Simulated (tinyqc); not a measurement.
From one set of inputs to another, one input at a time: domain walls in a thin film with perpendicular anisotropy: Bloch, Neel and chiral walls, motion and stripe domains. Computed by tinyqc, a small Python program. Command: `OMP_NUM_THREADS=1 python tinyqc.py 3001907 3001908 out.jsonl mwall ladder`. One thread of a shared host (Intel(R) Xeon(R) Processor @ 2.30GHz), about 0.02 s of CPU time with the checks.

One-dimensional wall: polar angle theta(x), azimuth phi of the moment in the wall (phi = 0 Neel, 90 degrees Bloch). mu_0 = 1.25663706212e-6 T m/A, gamma = 1.76085963023e11 rad/(s T).

The inputs printed are set A. Inputs not listed in the table keep their values of set A, so the rows need not describe a real material.

Inputs (values chosen for the exercise, for a model film):

| quantity | value | unit |
|---|---|---|
| saturation magnetisation M_s | 754 | kA/m |
| exchange stiffness A | 25 | pJ/m |
| uniaxial anisotropy K_u | 737 | kJ/m^3 |
| DMI constant D | 0.31 | mJ/m^2 |
| thickness t | 0.76 | nm |

Method:
- K_eff = K_u - mu_0 M_s^2/2; Delta = sqrt(A/K_eff); sigma_0 = 4 sqrt(A K_eff); profile theta = 2 arctan exp(x/Delta); quality factor Q = 2 K_u/(mu_0 M_s^2).
- sigma(phi) = sigma_0 + 2 Delta K_D cos^2(phi) - pi D cos(phi), with the wall shape anisotropy K_D = N_x mu_0 M_s^2/2, N_x = t ln 2/(pi Delta). The minimum has cos(phi) = D/D_N for D < D_N = 4 Delta K_D/pi and phi = 0 beyond; sigma turns negative at D_c = (sigma_0 + 2 Delta K_D)/pi.
- Dipolar length l = sigma/(mu_0 M_s^2); for t much smaller than the period the domain width is w = 0.955 t exp(pi l/t) (Kaplan and Gehring), given as log10 of w in nm.

Each row keeps all changes above it:

| input moved | from | to | width parameter Delta (nm) | wall energy sigma (mJ/m^2) | log10 of the domain width in nm |
|---|---|---|---|---|---|
| set A | - | - | 8.113 | 11.471 | 28.687 |
| DMI constant D (mJ/m^2) | 0.31 | 0.058 | 8.113 | 12.256 | 30.659 |
| uniaxial anisotropy K_u (kJ/m^3) | 737 | 1130 | 5.688 | 17.512 | 43.867 |
| thickness t (nm) | 0.76 | 1.5 | 5.688 | 17.547 | 22.496 |
| saturation magnetisation M_s (kA/m) | 754 | 1270 | 14.644 | 6.817 | 3.215 |
| exchange stiffness A (pJ/m) | 25 | 15 | 11.343 | 5.277 | 2.524 |

Which inputs carry the difference?

Width parameter Delta goes from 8.11 to 11.3, a factor 1.40 in all. The largest single move comes from saturation magnetisation M_s (a factor 2.57), and uniaxial anisotropy K_u works against it (a factor 0.701). Wall energy sigma goes from 11.5 to 5.28, a factor 0.460 in all. The largest single move comes from saturation magnetisation M_s (a factor 0.388), and uniaxial anisotropy K_u works against it (a factor 1.43). log10 of the domain width in nm goes from 28.7 to 2.52, a factor 0.0880 in all. The largest single move comes from saturation magnetisation M_s (a factor 0.143), and uniaxial anisotropy K_u works against it (a factor 1.43). The single moves hold for this order of the switches; the total does not depend on the order.

Extremes, crossings and ranges named in words are read from the listed rows.
